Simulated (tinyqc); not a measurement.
Comparisons within one model: deformation potentials from a strained empirical pseudopotential. A value that a table varies takes the place of the one given here.

Diamond lattice, no spin-orbit coupling. Atomic form factor V(q) = a1 (q^2 - a2)/(a3 exp(a4 q^2) - 1) in rydberg with q in 1/bohr, for the unstrained cell. Under a strain e the reciprocal vectors and k go over into (1 + e)^(-1) G, the atoms sit at +/- tau with tau = (1 + e) a (1,1,1)/8 - zeta a (eyz, ezx, exy)/4, and H(G,G') = c |k + G|^2 delta + (V(q)/det(1 + e)) cos(q.tau), q = G - G', with the term q = 0 left out; c = hbar^2/2m0. The basis is fixed before straining: all G with |k + G|^2 up to 16 (2 pi/a)^2. k is given in units of 2 pi/a of the unstrained cell.

Constants: hbar^2/2m0 = 3.80998211 eV angstrom^2; Ry = 13.60569312 eV; a0 (Bohr radius) = 0.5291772105 angstrom.

Parameters, chosen for this exercise (a germanium-sized cell with gaps well above those of Ge; the results hold for these values, not for the real material):
- a = 5.66 angstrom (lattice constant)
- A = (0.398, 2.441, 2.039, 0.456) (a1 (Ry bohr^2), a2 (1/bohr^2), a3, a4 (bohr^2))
- h = 0.001 (size of the test strain)
- kD = 0.82 2 pi/a (position of the Delta minimum)
- a1 = 0.398
- a2 = 2.441
- a3 = 2.039
- a4 = 0.456

## The internal displacement

Xu of L (level 5, the lowest empty one) and d from exy = eyz = ezx = h for several zeta: Xu = [E(L [111]) - E(L [1-1-1])]/((8/3) h), d = (single valence level - pair)/(3 sqrt(3) h). zeta = 0 strains the bonds with the lattice; zeta = 1 keeps all four bond lengths equal to first order.

Results:
```
zeta  Xu (L) (eV)  d (eV)
0.00         8.45    2.16
0.25         9.73   -0.28
0.50        11.02   -2.71
0.60        11.53   -3.69
0.75        12.30   -5.15
1.00        13.59   -7.59
```

What does this show, and why?

From zeta = 0 to 1, d goes from 2.16 to -7.59 eV and Xu (L) from 8.45 to 13.59 eV, both nearly linearly: the displacement is an optical-phonon mode, and d = d(0) - zeta d0/4 gives its deformation potential d0 = 39 eV. Leaving the relaxation out (zeta = 0 for 0.5) moves d by +4.87 eV, which reverses its sign, and Xu (L) by -2.56 eV. Tetragonal strain has no such freedom.

## Size of the test strain

e = diag(-h/2, -h/2, h). Xu = [E(Delta z) - E(Delta x)]/(1.5 h) at fixed kD, b = [E(Z) - E(X, Y)]/(4.5 h); one-sided from +h alone, central from +h and -h.

Results (eV):
```
h       Xu one-sided  Xu central  b one-sided  b central
0.0010         7.712       7.715       -3.011     -3.008
0.0025         7.708       7.715       -3.016     -3.008
0.0050         7.701       7.715       -3.024     -3.008
0.0100         7.687       7.716       -3.040     -3.008
0.0200         7.661       7.719       -3.073     -3.008
0.0300         7.637       7.724       -3.105     -3.009
```

What does this show, and why?

From h = 0.001 to 0.03 the one-sided Xu drifts by -0.075 eV and the central one by +0.009 eV; for b the drifts are -0.094 and -0.001 eV. The central difference cancels the term of second order in the strain, so its error goes as h^2. At h = 0.02 the linear law errs by 0.7 % for the valley splitting and 2.2 % for the valence splitting.

## What each parameter of the potential does

Gaps from the valence top to level 5 at Gamma and level 5 at (kD,0,0) and L, and their deformation potentials [E(+h) - E(-h)]/(3 ln((1 + h)/(1 - h))) for e = +/- h 1, h = 0.002. The row for the lattice constant keeps V(q) without the volume factor, so it is not a strain. Each row changes one parameter from the base and keeps the others.

Results:
```
case                Gamma (eV)  Delta (eV)  L (eV)  potential Gamma (eV)  potential Delta (eV)  potential L (eV)
base                     1.512       1.415   1.193                 -9.06                  0.76             -2.98
a = 5.603 angstrom       1.715       1.171   1.136                 -8.86                  1.08             -2.78
a1 = 0.402               1.534       1.487   1.241                 -9.14                  0.73             -3.02
a2 = 2.465               1.370       1.477   1.175                 -9.11                  0.69             -3.02
a3 = 2.019               1.531       1.512   1.254                 -9.16                  0.74             -3.02
a4 = 0.461               1.451       1.340   1.131                 -8.91                  0.85             -2.88
```

What can be read from the table?

The largest shifts from the base row, up to three for each result and ties (the steps differ in size, so this ranks the rows, not the parameters). Gamma (eV): a +0.203, a2 -0.142, a4 -0.061. Delta (eV): a -0.244, a3 +0.096, a4 -0.075. L (eV): a4 -0.062, a3 +0.061, a -0.057. potential Gamma (eV): a +0.20, a4 +0.15, a3 -0.10. potential Delta (eV): a +0.32, a4 +0.09, a2 -0.07. potential L (eV): a +0.20, a4 +0.10, a1 -0.04, a2 -0.04, a3 -0.04.

tinyqc: `OMP_NUM_THREADS=1 python tinyqc.py 1850854 1850855 out.jsonl`; about 0.2 s, one thread, shared Intel(R) Xeon(R) Processor @ 2.30GHz.
